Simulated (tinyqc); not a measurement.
Lateral field, substrate current, probability of reaching the oxide barrier and hot-carrier lifetime of a silicon transistor (pseudo-two-dimensional and lucky-electron models). Which input was changed? Computed by tinyqc, a small Python program. Command: `OMP_NUM_THREADS=1 python tinyqc.py 3031446 3031447 out.jsonl hotcar which`. One thread of a shared host (Intel(R) Xeon(R) Processor @ 2.30GHz), about 0.06 s of CPU time with the checks.

Local-field models: a lucky carrier gains its energy at the peak field over a path free of collisions. Voltages are magnitudes.

Inputs (values chosen for the exercise, modelled on a silicon n-channel):

| quantity | value | unit |
|---|---|---|
| channel length L | 350 | nm |
| oxide thickness t | 7.3 | nm |
| junction depth x_j | 77 | nm |
| mobility mu | 420 | cm^2/(V s) |
| saturation velocity v_s | 0.86 | 1e7 cm/s |
| threshold voltage V_T | 0.67 | V |
| gate voltage V_G | 2 | V |
| drain voltage V_D | 2.9 | V |
| ionisation prefactor A_i | 2.2e+06 | 1/cm |
| ionisation field B_i | 1.68 | MV/cm |
| hot-carrier mean free path lambda | 8.4 | nm |
| oxide barrier phi_b | 3.1 | eV |
| interface-trap threshold phi_it | 3.8 | eV |
| lifetime constant H | 5 | s microampere/micrometre |

Drain: abrupt.

Constants: eps_0 = 8.8541878128e-12 F/m.

Method:
- C_ox = 3.9 eps_0/t; F_sat = 2 v_s/mu; V_Dsat = V_ov F_sat L/(V_ov + F_sat L), V_ov = V_G - V_T; I_D/W = C_ox v_s (V_ov - V_Dsat).
- Scale length l = 0.22 t^(1/3) x_j^(1/2) (all in cm); F_m = sqrt(((V_D - V_Dsat)/l_e)^2 + F_sat^2), with l_e = l; length of the velocity-saturated region l_e ln((V_D - V_Dsat)/(l_e F_sat) + F_m/F_sat).
- Substrate current I_sub/I_D = (A_i/B_i)(V_D - V_Dsat) exp(-B_i/F_m); probability of reaching the oxide barrier exp(-phi_b/(e lambda F_m)); lifetime tau = (H/(I_D/W)) exp(phi_it/(e lambda F_m)).
- V_10 solves tau = 3.156e8 s at the given V_G. The extrapolation fits ln(tau) against 1/V_D at 1, 1.08, 1.16 and 1.25 times the given V_D (rounded to 3 digits) by least squares and reads off the same tau.

Problem. One of these inputs alone was changed, within the range given: channel length L (175 to 700); oxide thickness t (3.65 to 14.6); hot-carrier mean free path lambda (4.2 to 16.8); mobility mu (210 to 840). Which one, and to what value?

Results:

| run | lifetime tau (s) | substrate current I_sub/W (microampere/micrometre) | ten-year drain voltage V_10 (V) |
|---|---|---|---|
| before | 1394.608 | 11.80093 | 1.722741 |
| after | 2617.628 | 8.13116 | 1.820976 |

Solution.

Each candidate set to reproduce lifetime tau, and what it then gives:

| candidate | range searched | value needed | substrate current I_sub/W (microampere/micrometre) | ten-year drain voltage V_10 (V) |
|---|---|---|---|---|
| channel length L (nm) | 175 to 700 | 462.0 | 8.131 | 1.8210 |
| oxide thickness t (nm) | 3.65 to 14.6 | 8.330 | 8.597 | 1.7756 |
| hot-carrier mean free path lambda (nm) | 4.2 to 16.8 | 7.953 | 11.801 | 1.7835 |
| mobility mu (cm^2/(V s)) | 210 to 840 | 311.0 | 8.034 | 1.8087 |

Only channel length L fits every result: it went from 350 to 462 nm. The next best candidate, mobility mu, misses one result by 1.2 %.
